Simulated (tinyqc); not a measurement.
RHF in the 3-21g basis, for H3+, spin multiplicity 1, step by step. One step of it, computed by the program tinyqc.

Question. Iteration 1: building the Fock matrix. J_ij = sum D_kl (ij|kl), K_ij = sum D_kl (ik|jl); F = H + J - 0.5 K; E = tr D H + tr D J / 2 - 0.25 tr D K + E_nn.

D at the start, lower triangle:
```
           1H 1s      1H 2s      2H 1s      2H 2s      3H 1s     3H 2s
1H 1s   0.293259
1H 2s  -0.637284   1.384888
2H 1s  -0.117320   0.254950   0.046935
2H 2s   0.609246  -1.323958  -0.243733   1.265708
3H 1s  -0.252068   0.547771   0.100841  -0.523671   0.216662
3H 2s   0.999814  -2.172705  -0.399983   2.077113  -0.859379  3.408684
```

core Hamiltonian H = T + V (hartree), lower triangle:
```
           1H 1s      1H 2s      2H 1s      2H 2s      3H 1s      3H 2s
1H 1s  -1.267421
1H 2s  -1.191423  -1.374973
2H 1s  -0.534909  -0.706462  -0.993652
2H 2s  -0.771172  -1.016673  -1.017563  -1.165287
3H 1s  -0.534909  -0.706462  -0.019980  -0.199157  -0.993652
3H 2s  -0.771172  -1.016673  -0.199157  -0.472586  -1.017563  -1.165287
```

Two-electron integrals (ij|kl) in chemists' order, unique and non-zero (hartree):
```
(11|11) 1.140145   (21|11) 0.611403   (21|21) 0.345152   (22|11) 0.626370
(22|21) 0.380329   (22|22) 0.482957   (31|11) 0.191625   (31|21) 0.111000
(31|22) 0.126964   (31|31) 0.051008   (32|11) 0.238237   (32|21) 0.146796
(32|22) 0.190033   (32|31) 0.073285   (32|32) 0.125591   (33|11) 0.540823
(33|21) 0.341788   (33|22) 0.464683   (33|31) 0.191625   (33|32) 0.360583
(33|33) 1.140145   (41|11) 0.360583   (41|21) 0.204721   (41|22) 0.227754
(41|31) 0.073285   (41|32) 0.099425   (41|33) 0.238237   (41|41) 0.125591
(42|11) 0.425232   (42|21) 0.260617   (42|22) 0.338858   (42|31) 0.101413
(42|32) 0.164114   (42|33) 0.425232   (42|41) 0.164114   (42|42) 0.262625
(43|11) 0.341788   (43|21) 0.214560   (43|22) 0.290905   (43|31) 0.111000
(43|32) 0.204721   (43|33) 0.611403   (43|41) 0.146796   (43|42) 0.260617
(43|43) 0.345152   (44|11) 0.464683   (44|21) 0.290905   (44|22) 0.400488
(44|31) 0.126964   (44|32) 0.227754   (44|33) 0.626370   (44|41) 0.190033
(44|42) 0.338858   (44|43) 0.380329   (44|44) 0.482957   (51|11) 0.191625
(51|21) 0.111000   (51|22) 0.126964   (51|31) 0.027041   (51|32) 0.035880
(51|33) 0.081576   (51|41) 0.059745   (51|42) 0.075890   (51|43) 0.052592
(51|44) 0.078698   (51|51) 0.051008   (52|11) 0.238237   (52|21) 0.146796
(52|22) 0.190033   (52|31) 0.035880   (52|32) 0.050604   (52|33) 0.117371
(52|41) 0.078531   (52|42) 0.110210   (52|43) 0.075762   (52|44) 0.115683
(52|51) 0.073285   (52|52) 0.125591   (53|11) 0.003659   (53|21) 0.002007
(53|22) 0.002106   (53|31) 0.000636   (53|32) 0.000806   (53|33) 0.001842
(53|41) 0.001186   (53|42) 0.001433   (53|43) 0.001161   (53|44) 0.001575
(53|51) 0.000636   (53|52) 0.000806   (53|53) 0.000012   (54|11) 0.060673
(54|21) 0.036542   (54|22) 0.045058   (54|31) 0.009088   (54|32) 0.012526
(54|33) 0.028833   (54|41) 0.019744   (54|42) 0.026729   (54|43) 0.018589
(54|44) 0.028047   (54|51) 0.017102   (54|52) 0.027186   (54|53) 0.000204
(54|54) 0.006099   (55|11) 0.540823   (55|21) 0.341788   (55|22) 0.464683
(55|31) 0.081576   (55|32) 0.117371   (55|33) 0.274185   (55|41) 0.180073
(55|42) 0.260938   (55|43) 0.177090   (55|44) 0.273003   (55|51) 0.191625
(55|52) 0.360583   (55|53) 0.001842   (55|54) 0.074310   (55|55) 1.140145
(61|11) 0.360583   (61|21) 0.204721   (61|22) 0.227754   (61|31) 0.059745
(61|32) 0.078531   (61|33) 0.180073   (61|41) 0.117602   (61|42) 0.148926
(61|43) 0.114526   (61|44) 0.161613   (61|51) 0.073285   (61|52) 0.099425
(61|53) 0.001186   (61|54) 0.024290   (61|55) 0.238237   (61|61) 0.125591
(62|11) 0.425232   (62|21) 0.260617   (62|22) 0.338858   (62|31) 0.075890
(62|32) 0.110210   (62|33) 0.260938   (62|41) 0.148926   (62|42) 0.217780
(62|43) 0.166493   (62|44) 0.243226   (62|51) 0.101413   (62|52) 0.164114
(62|53) 0.001433   (62|54) 0.037220   (62|55) 0.425232   (62|61) 0.164114
(62|62) 0.262625   (63|11) 0.060673   (63|21) 0.036542   (63|22) 0.045058
(63|31) 0.017102   (63|32) 0.027186   (63|33) 0.074310   (63|41) 0.024290
(63|42) 0.037220   (63|43) 0.042871   (63|44) 0.049024   (63|51) 0.009088
(63|52) 0.012526   (63|53) 0.000204   (63|54) 0.003126   (63|55) 0.028833
(63|61) 0.019744   (63|62) 0.026729   (63|63) 0.006099   (64|11) 0.185220
(64|21) 0.112465   (64|22) 0.142812   (64|31) 0.037544   (64|32) 0.056194
(64|33) 0.137408   (64|41) 0.067348   (64|42) 0.100202   (64|43) 0.086022
(64|44) 0.118426   (64|51) 0.037544   (64|52) 0.056194   (64|53) 0.000623
(64|54) 0.013324   (64|55) 0.137408   (64|61) 0.067348   (64|62) 0.100202
(64|63) 0.013324   (64|64) 0.042230   (65|11) 0.341788   (65|21) 0.214560
(65|22) 0.290905   (65|31) 0.052592   (65|32) 0.075762   (65|33) 0.177090
(65|41) 0.114526   (65|42) 0.166493   (65|43) 0.114360   (65|44) 0.175812
(65|51) 0.111000   (65|52) 0.204721   (65|53) 0.001161   (65|54) 0.042871
(65|55) 0.611403   (65|61) 0.146796   (65|62) 0.260617   (65|63) 0.018589
(65|64) 0.086022   (65|65) 0.345152   (66|11) 0.464683   (66|21) 0.290905
(66|22) 0.400488   (66|31) 0.078698   (66|32) 0.115683   (66|33) 0.273003
(66|41) 0.161613   (66|42) 0.243226   (66|43) 0.175812   (66|44) 0.266708
(66|51) 0.126964   (66|52) 0.227754   (66|53) 0.001575   (66|54) 0.049024
(66|55) 0.626370   (66|61) 0.190033   (66|62) 0.338858   (66|63) 0.028047
(66|64) 0.118426   (66|65) 0.380329   (66|66) 0.482957
```

nuclear repulsion = 1.37092542 hartree

Give: Coulomb J; exchange K; Fock matrix F; total energy of this density.

Answer.

Coulomb J (hartree), lower triangle:
```
        1H 1s   1H 2s   2H 1s   2H 2s   3H 1s   3H 2s
1H 1s  1.0688
1H 2s  0.6326  0.8054
2H 1s  0.1961  0.2885  0.6988
2H 2s  0.3692  0.5402  0.4455  0.6391
3H 1s  0.2270  0.3662  0.0035  0.0830  0.9364
3H 2s  0.3882  0.6150  0.0688  0.2382  0.5925  0.8180
```

exchange K (hartree), lower triangle:
```
        1H 1s   1H 2s   2H 1s   2H 2s   3H 1s   3H 2s
1H 1s  0.6209
1H 2s  0.5318  0.5609
2H 1s  0.1518  0.1594  0.0748
2H 2s  0.3489  0.3757  0.1409  0.3047
3H 1s  0.2111  0.2481  0.0495  0.1365  0.1554
3H 2s  0.4585  0.5440  0.1235  0.3208  0.2978  0.6339
```

Fock matrix F (hartree), lower triangle:
```
         1H 1s    1H 2s    2H 1s    2H 2s    3H 1s    3H 2s
1H 1s  -0.5091
1H 2s  -0.8247  -0.8500
2H 1s  -0.4147  -0.4977  -0.3322
2H 2s  -0.5764  -0.6643  -0.6425  -0.6785
3H 1s  -0.4135  -0.4643  -0.0412  -0.1844  -0.1350
3H 2s  -0.6122  -0.6737  -0.1921  -0.3948  -0.5739  -0.6642
```

total energy of this density = -0.165697 hartree
